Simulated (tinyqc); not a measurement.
Strength of the attraction: Bethe-Salpeter matrix of a two-band square lattice (Tamm-Dancoff form).

One valence and one conduction band, lattice period 1, mesh k = 2 pi j/N along each axis (first index slowest). Pair energies D(k) = Eg + 2 t sum(1 - cos k), t = tc + tv. Screened attraction W(R) = U at R = 0 and V/|R| otherwise, R over the N x N cells with the nearest image; W(q) = sum_R W(R) cos(q R). H(k, k') = D(k) delta - W(k - k')/Nk + 2 J/Nk for singlets (J = 0 for triplets), Nk the number of k points. With a constant transition dipole the strength of a state is f = (sum_k A_k)^2/Nk, and the f sum to 1.

Parameters, chosen for this exercise: Eg = 4.6 eV (quasiparticle gap); tc = 0.12 eV (conduction hopping); tv = 0.15 eV (valence hopping); U = 1.55 eV (attraction in the same cell); V = 0 eV (attraction at one cell distance); fs = (0.2, 0.4, 0.7, 1, 1.4, 2, 2.6) (scale factors of U and V).

Triplets, N = 24; U and V scaled together, as weaker screening would do. f is the weight at R = 0.

Results:
```
scale    U/t  binding (eV)      f  Eg - second level (eV)
0.20    1.15        0.0014  0.012                 -0.0137
0.40    2.30        0.0339  0.283                 -0.0031
0.70    4.02        0.2860  0.727                 -0.0015
1.0     5.74        0.6631  0.870                 -0.0012
2.0    11.48        2.1148  0.969                 -0.0010
2.6    14.93        3.0227  0.982                 -0.0009
```

Give the missing row, scale = 1.4.

Computed row:
```
scale   U/t  binding (eV)      f  Eg - second level (eV)
1.4    8.04        1.2263  0.936                 -0.0011
```

On a mesh 1.5 times finer the binding changes by more than 5 % at scale 0.2, so there it is set by the mesh. The binding grows with exponent 3.81 between scales 0.4 and 0.7 and 1.36 over the last two rows (for a weak contact attraction 2 in a chain and larger in a plane, where it binds exponentially weakly, 1 for a pair held in one cell). f rises from 0.012 to 0.982. On this mesh no second level lies below the gap. 

(tinyqc, `OMP_NUM_THREADS=1 python tinyqc.py 1280124 1280125 out.jsonl`, Intel(R) Xeon(R) Processor @ 2.30GHz, 1 thread, shared host, about 1 s.)
